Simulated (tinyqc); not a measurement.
The solidus: solid solubility of a dopant against its melt (retrograde solidus), clustering and the electrically active fraction. Computed by tinyqc, a small Python program. Command: `OMP_NUM_THREADS=1 python tinyqc.py 3008232 3008233 out.jsonl retro walk`. One thread of a shared host (Intel(R) Xeon(R) Processor @ 2.30GHz), about 0.01 s of CPU time with the checks.

Inputs (values chosen for the exercise, for a model dopant): melting point of the host T_m = 1687 K; heat of melting of the host H_f = 50.2 kJ/mol; interaction L of the melt = 3.1 kJ/mol; enthalpy of transfer from melt to solid H = 0.89 eV; entropy of transfer S = 3.18 k_B; site density N0 = 5e+22 1/cm^3.

Constants: R = 8.314462618 J/(mol K); k_B = 8.617333262e-05 eV/K; e = 1.602176634e-19 C; N_A = 6.02214076e+23 1/mol.

Method. x_l and x_s are atom fractions of the dopant in melt and solid; the solid is dilute. Liquidus of the host: R T ln(1 - x_l) + L x_l^2 = -H_f (1 - T/T_m). Distribution: k = x_s/x_l = exp[L (1 - x_l)^2/(R T)] exp(S/k_B - H/(k_B T)), the first factor being the activity coefficient in the melt. Solubility = x_s N0; at T_m x_l = 0. The largest x_s N0 between 900 K and T_m. For an ideal melt with constant heats the maximum has x_l = H_f/(H + H_f), H in the same units.

largest solubility = 5.17650e+20 1/cm^3

temperature of the maximum = 1504.51 K

Against temperature:
```
T (K)      x_l         k  solubility (1/cm^3)  over the maximum
1000   0.93840  0.000788           3.6951e+19           0.07138
1100   0.88653  0.002020           8.9532e+19           0.17296
1200   0.80907  0.004448           1.7993e+20           0.34758
1300   0.70068  0.008748           3.0647e+20           0.59205
1400   0.55808  0.015841           4.4203e+20           0.85392
1500   0.38283  0.027034           5.1746e+20           0.99963
1580   0.22451  0.040163           4.5086e+20           0.87097
1640   0.09951  0.053225           2.6483e+20           0.51159
1675   0.02545  0.062376           7.9388e+19           0.15336
```

What follows from these numbers?

Between the first rows the Arrhenius energy of the solubility is 0.84 eV, against H = 0.89 eV; it shrinks to zero at 1505 K and turns negative beyond. A crystal saturated at the maximum precipitates dopant-rich liquid on cooling and on heating alike. Below a eutectic or compound temperature another phase would set the limit.

Extremes, crossings and ranges named in words are read from the listed rows.
